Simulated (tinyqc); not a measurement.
Landau-Devonshire theory of a uniaxial ferroelectric: one step, computed by the program tinyqc.

G(P) = (alpha/2) P^2 + (beta*/4) P^4 + (gamma/6) P^6 - E P per volume, SI units, one domain, P along the polar axis, which is normal to the film.

Problem. Temperatures of the first-order transition. T_C = T0* + 3 beta*^2/(16 alpha_0 gamma); the polar phase survives up to T1 = T0* + beta*^2/(4 alpha_0 gamma); at T_C Ps^2 = -3 beta*/(4 gamma); latent heat = (1/2) alpha_0 T_C Ps^2.

Inputs (values chosen for the exercise, for a model ferroelectric):
```
quantity                       value         unit
alpha_0                       220000  J m/(C^2 K)
Curie-Weiss temperature T0       810            K
gamma                       1.38e+10    J m^9/C^6
temperature T                    497            K
```

Sample: epitaxial film.

T0* = 1287.091 K

beta* = -1.250800e+09 J m^5/C^4

Give: transition temperature T_C; superheating limit T1; jump of Ps; latent heat.

Solution.

transition temperature T_C = 1384 K

superheating limit T1 = 1416 K

jump of Ps = 26.07 microcoulomb/cm^2

latent heat = 10.35 MJ/m^3

Thermal hysteresis can span at most T1 - T0* = 128.8 K.
